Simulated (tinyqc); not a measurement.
# Interdiffusion in a binary couple: Darken equations, Kirkendall shift and Boltzmann-Matano analysis, step by step

A worked calculation. Computed by tinyqc, a small Python program that keeps every step. Command: `OMP_NUM_THREADS=1 python tinyqc.py 3013397 3013398 out.jsonl darken walk`. One thread of a shared host (Intel(R) Xeon(R) Processor @ 2.30GHz), about 0.02 s of CPU time with the checks. Intermediate numbers are printed to about 6 digits and carried at full precision; extremes and crossings named in words are read from the listed rows.

x is the mole fraction of B; the molar volume is constant, and the two halves are long enough to count as infinite.

Inputs (values chosen for the exercise, for a model alloy A-B): tracer diffusivity D*_A(0) = 2.4e-15 m^2/s; tracer diffusivity D*_B(0) = 6.1e-15 m^2/s; slope k of ln D* with x = -0.066; regular-solution parameter W = -0.022 eV; temperature T = 1280 K; left composition x_L = 0.068; right composition x_R = 0.62; time t = 960000 s; composition x for the local step = 0.17.

Vacancy-wind correction: none.

Constants: k_B = 8.617333262e-05 eV/K.

## Diffusivities at one composition

D*_i(x) = D*_i(0) exp(k x); thermodynamic factor Phi = 1 - 2 W x (1 - x)/(k_B T); intrinsic D_i = D*_i Phi; interdiffusion D~ = x D_A + (1 - x) D_B.

thermodynamic factor Phi = 1.05629

intrinsic D_A = 2.50680e-15 m^2/s

intrinsic D_B = 6.37145e-15 m^2/s

interdiffusion coefficient D~ at the local x = 5.71446e-15 m^2/s

A negative W (tendency to order or compound) speeds mixing: Phi is above 1.

## Composition profile

With lambda = z/sqrt(t), the profile solves d/dlambda (D~ dx/dlambda) + (lambda/2) dx/dlambda = 0 with x = x_L and x_R far to the left and right; z = 0 is the original interface. It is solved as a boundary-value problem in y = lambda/sqrt(D~ at the mean composition) on -12 < y < 12 (collocation, tolerance 1e-8). The last column is the error-function profile for a constant D~ taken at the mean composition.

D~ at the mean composition = 5.14362e-15 m^2/s

Profile at time t:
```
y       z (um)         x  dx/dz (1/um)  x for constant D~
-3.0  -210.810  0.079891    0.00026164           0.077355
-2.0  -140.540  0.114542    0.00078700           0.111415
-1.5  -105.405  0.148848    0.00117608           0.147721
-1.0   -70.270  0.197565    0.00159645           0.200342
-0.5   -35.135  0.260472    0.00196850           0.267734
0.0      0.000  0.334173    0.00219399           0.344000
0.5     35.135  0.411838    0.00218155           0.420266
1.0     70.270  0.484186    0.00189243           0.487658
1.5    105.405  0.542323    0.00139409           0.540279
2.0    140.540  0.581666    0.00085422           0.576585
3.0    210.810  0.614123    0.00018254           0.610645
```

At the original interface x = 0.3342, against the mean 0.3440. D~ is 0.670 times as large at x_R as at x_L, so the profile is flatter and reaches further on the left.

## Boltzmann-Matano quantities at composition x

Read from the profile: the position z(x), the area -int_(x_L)^x z dx and the slope.

position z(x) = -88.8173 um

area -int z dx from x_L to the local x = 15.0848 um

slope dx/dz at the local x = 0.00137487 1/um

## Boltzmann-Matano diffusivity

D~(x) = area/(2 t slope), with z counted from the original interface (the Matano plane); 1 um^2 = 1e-12 m^2.

D~ from the profile = 5.71446e-15 m^2/s

It returns the value of D~ 5.7145e-15 m^2/s that went in.

## Kirkendall markers

Lattice planes move with v = (D_B - D_A) dx/dz; markers from the original interface stay at one composition, where z_K = 2 t v.

marker position z_K = 16.8374 um

composition at the markers = 0.371434

number of solutions = 1

The markers move towards the B-rich side, the side that loses atoms of the faster species (B); vacancies flow the same way and may condense there as voids.

Checks made by the program: mass balance about the original interface (Matano plane at z = 0) (relative difference below 1e-10); Boltzmann-Matano against the Darken value (relative difference 6e-08).
